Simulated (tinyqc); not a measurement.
Worked calculation: Hubbard ring of 4 sites. One step of it, computed by the program tinyqc.

Question. Mean-field iteration 3. H(up) = T + U n(down), H(down) = T + U n(up); fill the lowest levels; n(new) = n + mixing (n(out) - n); E = tr T (rho up + rho down) + U sum n_up n_down of the output.

one-body matrix (hopping and site energies) (eV), order 1, 2, 3, 4:
$$\begin{pmatrix}
-1.000000 & -1.930000 & 0.000000 & -1.930000 \\
-1.930000 & 0.660000 & -1.930000 & 0.000000 \\
0.000000 & -1.930000 & 0.870000 & -1.930000 \\
-1.930000 & 0.000000 & -1.930000 & 0.280000
\end{pmatrix}$$

U = 1.700000 eV

electrons, up and down: [2, 2]

mixing = 0.200000

n(up) after iteration 2: 1 0.922243, 2 0.096639, 3 0.872064, 4 0.109055

n(down) after iteration 2: 1 0.149541, 2 0.874094, 3 0.081992, 4 0.894373

Give: levels, up; levels, down; energy; n(up) after iteration 3; n(down) after iteration 3.

Answer.

levels, up (eV): [-3.0680, 0.2206, 1.9704, 5.0870]

levels, down (eV): [-2.9163, 0.6445, 1.4210, 5.0609]

energy = -5.8553 eV

n(up) after iteration 3: 1 0.9115, 2 0.1141, 3 0.8436, 4 0.1308

n(down) after iteration 3: 1 0.1857, 2 0.8463, 3 0.0941, 4 0.8740
